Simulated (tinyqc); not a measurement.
From results back to parameters: periodic multilayer mirror for extreme ultraviolet light. Five cases, with inputs chosen for the exercise.

Problem. With a mean index 1 - dm the Bragg wavelength is lam_B = 2 L sqrt((1 - dm)^2 - sin^2 theta). It is given at 0 degrees and at th2; L and dm are hidden. Then the absorber share is Gm = (dm - delta_S)/(delta_A - delta_S), with the first entries of dS and dA; L is the period.

Case 1.

Values chosen (out of a larger set: optical constants near those of Mo and Si at 13.5 nm; not measured data): th2 = 20 degrees (second angle); dA = (0.0735, 0.00678) (delta and beta of the absorber, N = 1 - delta + i beta); dS = (0.0009, 0.00187) (delta and beta of the spacer and the substrate).

lam_B at 0 = 13.378372 nm
lam_B at th2 = 12.528413 nm

Case 2.

Values chosen (out of a larger set: optical constants near those of Mo and Si at 13.5 nm; not measured data): th2 = 10 degrees (second angle); dA = (0.0753, 0.00667) (delta and beta of the absorber, N = 1 - delta + i beta); dS = (0.0008, 0.00192) (delta and beta of the spacer and the substrate).

lam_B at 0 = 13.790196 nm
lam_B at th2 = 13.565420 nm

Case 3.

Values chosen (out of a larger set: optical constants near those of Mo and Si at 13.5 nm; not measured data): th2 = 10 degrees (second angle); dA = (0.0737, 0.00648) (delta and beta of the absorber, N = 1 - delta + i beta); dS = (0.001, 0.00169) (delta and beta of the spacer and the substrate).

lam_B at 0 = 13.562256 nm
lam_B at th2 = 13.345112 nm

Case 4.

Values chosen (out of a larger set: optical constants near those of Mo and Si at 13.5 nm; not measured data): th2 = 20 degrees (second angle); dA = (0.0746, 0.00619) (delta and beta of the absorber, N = 1 - delta + i beta); dS = (0.0011, 0.00191) (delta and beta of the spacer and the substrate).

lam_B at 0 = 13.563200 nm
lam_B at th2 = 12.689868 nm

Case 5.

Values chosen (out of a larger set: optical constants near those of Mo and Si at 13.5 nm; not measured data): th2 = 10 degrees (second angle); dA = (0.0768, 0.00614) (delta and beta of the absorber, N = 1 - delta + i beta); dS = (0.0009, 0.00174) (delta and beta of the spacer and the substrate).

lam_B at 0 = 13.479516 nm
lam_B at th2 = 13.259114 nm

Find: L; dm; Gm.

Solution. The difference of the squares is 4 L^2 sin^2(th2); then 1 - dm = lam_B(0)/(2 L).

Case 1.

L = 6.860 nm
dm = 0.0249
Gm = 0.33

Case 2.

L = 7.140 nm
dm = 0.0343
Gm = 0.45

Case 3.

L = 6.960 nm
dm = 0.0257
Gm = 0.34

Case 4.

L = 7.000 nm
dm = 0.0312
Gm = 0.41

Case 5.

L = 6.990 nm
dm = 0.0358
Gm = 0.46

Computed by tinyqc, one run a case: `OMP_NUM_THREADS=1 python tinyqc.py N N+1 out.jsonl` with N = 1652771, 1680012, 1680042, 1680077, 1680142; one thread of a shared Intel(R) Xeon(R) Processor @ 2.30GHz, about 0.01 s a run at most.
